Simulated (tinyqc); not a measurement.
CCD on RHF in the sto-3g basis, frozen core, for BeH2, spin multiplicity 1, step by step. One step of it, computed by the program tinyqc.

Task: Iteration 7 (converged): orbitals. Diagonalise F' = X^T F X, C = X C', fill 3 alpha and 3 beta electrons from the bottom; D = 2 C_occ C_occ^T. Each column has its largest component positive (the first on a tie).

converged F (hartree), order 1Be 1s, 1Be 2s, 1Be 2px, 1Be 2py, 1Be 2pz, 2H 1s, 3H 1s:
```
[[-4.527071, -1.289229, 0.000000, 0.000000, 0.001101, -0.239758, -0.239758],
 [-1.289229, -0.601008, 0.000000, 0.000000, -0.008559, -0.352737, -0.352737],
 [0.000000, 0.000000, 0.213897, 0.000000, 0.000000, 0.000000, 0.000000],
 [0.000000, 0.000000, 0.000000, -0.163069, 0.000000, -0.308893, 0.308893],
 [0.001101, -0.008559, 0.000000, 0.000000, 0.213360, -0.011423, -0.011423],
 [-0.239758, -0.352737, 0.000000, -0.308893, -0.011423, -0.246694, -0.019993],
 [-0.239758, -0.352737, 0.000000, 0.308893, -0.011423, -0.019993, -0.246694]]
```

X, order 1Be 1s, 1Be 2s, 1Be 2px, 1Be 2py, 1Be 2pz, 2H 1s, 3H 1s:
```
[[1.028573, -0.151531, 0.000000, 0.000000, -0.000888, 0.020834, 0.020834],
 [-0.151531, 1.179414, 0.000000, 0.000000, 0.008525, -0.245468, -0.245468],
 [0.000000, 0.000000, 1.000000, 0.000000, 0.000000, 0.000000, 0.000000],
 [0.000000, 0.000000, 0.000000, 1.256464, 0.000000, -0.343284, 0.343284],
 [-0.000888, 0.008525, 0.000000, 0.000000, 1.000476, -0.013750, -0.013750],
 [0.020834, -0.245468, 0.000000, -0.343284, -0.013750, 1.202981, -0.065796],
 [0.020834, -0.245468, 0.000000, 0.343284, -0.013750, -0.065796, 1.202981]]
```

Give: F' = X^T F X; orbital energies; coefficients C; D after iteration 7.

Result:

F' = X^T F X (hartree):
```
[[-4.4177, -0.6988, 0.0000, 0.0000, 0.0005, -0.0124, -0.0124],
 [-0.6988, -0.1385, 0.0000, 0.0000, 0.0035, -0.2888, -0.2888],
 [0.0000, 0.0000, 0.2139, 0.0000, 0.0000, 0.0000, 0.0000],
 [0.0000, 0.0000, 0.0000, 0.2221, 0.0000, -0.3962, 0.3962],
 [0.0005, 0.0035, 0.0000, 0.0000, 0.2141, -0.0142, -0.0142],
 [-0.0124, -0.2888, 0.0000, -0.3962, -0.0142, 0.0559, -0.0789],
 [-0.0124, -0.2888, 0.0000, 0.3962, -0.0142, -0.0789, 0.0559]]
```

orbital energies (hartree): [-4.5304, -0.4252, -0.3835, 0.2126, 0.2139, 0.3778, 0.7404]

coefficients C, order 1Be 1s, 1Be 2s, 1Be 2px, 1Be 2py, 1Be 2pz, 2H 1s, 3H 1s:
```
[[0.9918, -0.2139, 0.0000, 0.0264, 0.0000, -0.2271, 0.0000],
 [0.0313, 0.5980, 0.0000, -0.1126, 0.0000, 1.0785, 0.0000],
 [0.0000, 0.0000, 0.0000, 0.0000, 1.0000, 0.0000, 0.0000],
 [0.0000, 0.0000, 0.4969, 0.0000, 0.0000, 0.0000, 1.2520],
 [0.0000, 0.0108, 0.0000, 0.9933, 0.0000, 0.1213, 0.0000],
 [-0.0038, 0.3923, 0.4254, 0.0547, 0.0000, -0.7420, -0.8612],
 [-0.0038, 0.3923, -0.4254, 0.0547, 0.0000, -0.7420, 0.8612]]
```

D after iteration 7, order 1Be 1s, 1Be 2s, 1Be 2px, 1Be 2py, 1Be 2pz, 2H 1s, 3H 1s:
```
[[2.0590, -0.1937, 0.0000, 0.0000, -0.0047, -0.1753, -0.1753],
 [-0.1937, 0.7173, 0.0000, 0.0000, 0.0129, 0.4690, 0.4690],
 [0.0000, 0.0000, 0.0000, 0.0000, 0.0000, 0.0000, 0.0000],
 [0.0000, 0.0000, 0.0000, 0.4938, 0.0000, 0.4228, -0.4228],
 [-0.0047, 0.0129, 0.0000, 0.0000, 0.0002, 0.0085, 0.0085],
 [-0.1753, 0.4690, 0.0000, 0.4228, 0.0085, 0.6699, -0.0541],
 [-0.1753, 0.4690, 0.0000, -0.4228, 0.0085, -0.0541, 0.6699]]
```
